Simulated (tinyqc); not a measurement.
Resistivity of narrow wires: free and nearly free electrons in a metal.

The cubic cell holds 4 atoms: n = 4 z/a^3, kF = (3 pi^2 n)^(1/3), EF = c kF^2/m, vF = 2 c kF/(m hbar), c = hbar^2/2m0; rs = (3/(4 pi n))^(1/3)/a0; D(EF) = 3 n/(2 EF).

Square wire of width w with grain size w: rho/rho0 = 1/(1 - 3 al/2 + 3 al^2 - 3 al^3 ln(1 + 1/al)) + (3/4) (1 - p) l/w, with al = (l/w) Rg/(1 - Rg) (Mayadas-Shatzkes plus the thick-wire form of Fuchs-Sondheimer); l = hbar kF/(n e^2 rho), e = 1.602176634e-19 C.

Constants: hbar^2/2m0 = 3.80998211 eV angstrom^2; hbar = 6.58211957e-16 eV s; a0 (Bohr radius) = 0.5291772105 angstrom.

Inputs chosen for the exercise (near those of Al; shifted at random, so the results belong to these values and not to a real crystal): a = 4.041 angstrom (fcc lattice constant); z = 3 (free electrons an atom); m = 1.37 m0 (mass); rho = 2.86 micro-ohm cm (bulk resistivity); p = 0.5 (specularity of the surfaces); Rg = 0.32 (reflection at grain boundaries).

Wires:

| w (nm) | al | grain term (factor - 1) | surface term | rho (micro-ohm cm) |
|---|---|---|---|---|
| 200 | 0.033 | 0.048 | 0.026 | 3.07 |
| 100 | 0.065 | 0.096 | 0.052 | 3.28 |
| 50 | 0.130 | 0.189 | 0.104 | 3.70 |
| 30 | 0.217 | 0.311 | 0.173 | 4.24 |
| 20 | 0.326 | 0.462 | 0.260 | 4.92 |
| 14 | 0.465 | 0.653 | 0.371 | 5.79 |
| 10 | 0.652 | 0.907 | 0.519 | 6.94 |
| 7 | 0.931 | 1.284 | 0.742 | 8.65 |

l = 13.84 nm

What can be read from this table?

At 7 nm the resistivity is 3.03 times the bulk value; grain boundaries add more (1.28 from grains, 0.74 from surfaces). It passes twice the bulk value between 20 and 14 nm. The surface formula is meant for w above l = 14 nm, so the rows below that are rough.

tinyqc: `OMP_NUM_THREADS=1 python tinyqc.py 1680928 1680929 out.jsonl`; about 0.01 s, one thread, shared Intel(R) Xeon(R) Processor @ 2.30GHz.
